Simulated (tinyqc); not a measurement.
k.p theory built from an empirical-pseudopotential calculation at Gamma: sweeps and comparisons. A value that a table varies takes the place of the one given here.

Empirical pseudopotential on the fcc lattice, atoms at +/- tau, tau = a (1,1,1)/8, no spin-orbit coupling. H(G,G') = c (2 pi/a)^2 |k + G|^2 delta + VS(q) cos(q.tau) + i VA(q) sin(q.tau), q = G - G', c = hbar^2/2m0; k and G in units of 2 pi/a; VS at |q|^2 = 3, 8, 11 and VA at 3, 4, 11, in rydberg, zero elsewhere. The basis is fixed: all 65 G with |G|^2 up to Gcut. Energies are counted from the fourth level at Gamma.

k.p in the lowest n states at Gamma: H_nm = (E_n + c k^2) delta + 2 c k.<n|G|m>, k in 1/angstrom; with all states of the basis it is exact.

Empirical pseudopotential on the fcc lattice, atoms at +/- tau, tau = a (1,1,1)/8, no spin-orbit coupling. H(G,G') = c (2 pi/a)^2 |k + G|^2 delta + VS(q) cos(q.tau) + i VA(q) sin(q.tau), q = G - G', c = hbar^2/2m0; k and G in units of 2 pi/a; VS at |q|^2 = 3, 8, 11 and VA at 3, 4, 11, in rydberg, zero elsewhere. The basis holds all G with |G|^2 up to a cut-off. Energies are counted from the fourth level at Gamma.

For a multiplet A of d_A states, W(B) = (4 c/(3 d_A)) sum over n in A, m in B and i = x, y, z of |<n|G_i|m>|^2 (G in 1/angstrom, <n|G_i|m> = sum_G c_n(G)* G_i c_m(G)); the mean inverse mass of A is 1 + sum_B W(B)/(E_A - E_B). Multiplets with W = 0 are left out.

Valence parameters: D(u) = c + 4 c^2 sum_m <n|u.G|m><m|u.G|n'>/(0 - E_m) on the valence triplet, in units of c, has eigenvalues L, M, M along [100] and (L + 2M + 2N)/3, (L + 2M - N)/3 twice along [111]; g1 = -(L + 2M)/3, g2 = -(L - M)/6, g3 = -N/6.

Constants: hbar^2/2m0 = 3.80998211 eV angstrom^2; Ry = 13.60569312 eV.

Parameters, chosen for this exercise (near those of Si; not measured data):
- a = 5.445 angstrom (lattice constant)
- VS = (-0.214, 0.039, 0.078) Ry (symmetric form factors)
- VA = (0, 0, 0) Ry (antisymmetric form factors)
- Gcut = 16 (2 pi/a)^2 (largest |G|^2 of the fixed basis)
- VS3 = -0.214 Ry
- VS8 = 0.039 Ry
- VS11 = 0.078 Ry
- VA3 = 0 Ry
- VA4 = 0 Ry
- VA11 = 0 Ry

## How many bands a k.p model needs: band 5 from Gamma to L

Band 5 (counted from below) at k = f (0.5, 0.5, 0.5) 2 pi/a; n ends on whole multiplets.

Energies (eV):

| f | n = 8 | n = 15 | n = 27 | n = 65 (exact) |
|---|---|---|---|---|
| 0.000 | 3.378 | 3.378 | 3.378 | 3.378 |
| 0.125 | 3.525 | 3.334 | 3.333 | 3.332 |
| 0.250 | 3.807 | 3.061 | 3.057 | 3.055 |
| 0.375 | 4.129 | 2.733 | 2.725 | 2.718 |
| 0.500 | 4.571 | 2.434 | 2.422 | 2.409 |
| 0.625 | 5.137 | 2.198 | 2.180 | 2.159 |
| 0.750 | 5.828 | 2.036 | 2.012 | 1.979 |
| 0.875 | 6.644 | 1.953 | 1.921 | 1.874 |
| 1.000 | 7.585 | 1.951 | 1.909 | 1.845 |

With n = 8 the band stays within 0.05 eV of the exact one at Gamma only (error at L: +5.740 eV). With n = 15 the band stays within 0.05 eV of the exact one up to f = 0.625 (error at L: +0.106 eV). With n = 27 the band stays within 0.05 eV of the exact one up to f = 0.875 (error at L: +0.064 eV). A smaller basis can only raise a level. The exact band has its minimum on these points at f = 1.000; n = 8 puts it at f = 0.000.

## Convergence with the plane-wave basis

E_s is the lowest empty singlet, Ep its W to the valence triplet, m its mass.

Results:

| cut-off | plane waves | E_s (eV) | Ep (eV) | m (m0) | g1 | g2 | g3 |
|---|---|---|---|---|---|---|---|
| 8 | 27 | 3.694 | 21.40 | 0.1478 | 4.46 | 0.47 | 1.58 |
| 11 | 51 | 3.787 | 21.27 | 0.1517 | 4.35 | 0.52 | 1.50 |
| 12 | 59 | 3.766 | 21.25 | 0.1512 | 4.49 | 0.48 | 1.54 |
| 16 | 65 | 3.766 | 21.25 | 0.1512 | 4.53 | 0.47 | 1.55 |
| 19 | 89 | 3.745 | 21.31 | 0.1502 | 4.51 | 0.50 | 1.54 |
| 20 | 113 | 3.714 | 21.35 | 0.1488 | 4.50 | 0.51 | 1.55 |
| 24 | 137 | 3.716 | 21.36 | 0.1489 | 4.51 | 0.50 | 1.55 |

Against the last row, E_s errs most, by +0.071 eV, at cut-off 11, and by -0.002 eV in the last row but one. Ep varies by 0.7 % over the table and m by 2.6 %: the mass, near E_s/Ep, inherits the errors of both. Local form factors fix the converged values only roughly. The gap is a difference of two levels, so it need not converge steadily, and here it does not.

## What each form factor does (empirical-pseudopotential levels)

Lowest empty singlet and triplet at Gamma and the valence width there (fixed basis); lowest empty level at X = (1,0,0) and L = (1/2,1/2,1/2) from the valence top, these levels and that top with all |k + G|^2 up to 21. Singlet and triplet count orbital degeneracy. VS3 is VS at |q|^2 = 3, and so on. The row for a keeps the form factors fixed, so it is no model of a real expansion, which changes them too. Each row changes one parameter from the base and keeps the others.

Results:

| case | singlet (eV) | triplet (eV) | X (eV) | L (eV) | width (eV) |
|---|---|---|---|---|---|
| base | 3.766 | 3.378 | 1.003 | 1.845 | 12.676 |
| a = 5.499 angstrom | 3.780 | 3.402 | 1.131 | 1.916 | 12.376 |
| VS3 = -0.204 Ry | 3.828 | 3.234 | 0.760 | 1.751 | 12.731 |
| VS8 = 0.049 Ry | 4.252 | 3.318 | 1.081 | 2.071 | 12.608 |
| VS11 = 0.088 Ry | 4.274 | 3.605 | 1.268 | 2.170 | 12.511 |
| VA3 = 0.03 Ry | 3.801 | 3.401 | 0.745 | 1.841 | 12.679 |
| VA4 = 0.03 Ry | 3.639 | 3.462 | 0.564 | 1.889 | 12.667 |
| VA11 = 0.03 Ry | 3.620 | 3.339 | 0.711 | 1.785 | 12.692 |

The largest shifts from the base row, up to three for each result and ties (the steps differ in size, so this ranks the rows, not the parameters). singlet (eV): VS11 +0.508, VS8 +0.487, VA11 -0.146. triplet (eV): VS11 +0.227, VS3 -0.144, VA4 +0.084. X (eV): VA4 -0.439, VA11 -0.292, VS11 +0.265. L (eV): VS11 +0.325, VS8 +0.226, VS3 -0.094. width (eV): a -0.301, VS11 -0.165, VS8 -0.069. In a diamond crystal a small VA enters the levels at Gamma and L only in second order, by symmetry, but splits the degenerate pair at X in first order.

Program tinyqc; command `OMP_NUM_THREADS=1 python tinyqc.py 1081427 1081428 out.jsonl`; about 0.3 s on one thread of a shared Intel(R) Xeon(R) Processor @ 2.30GHz.
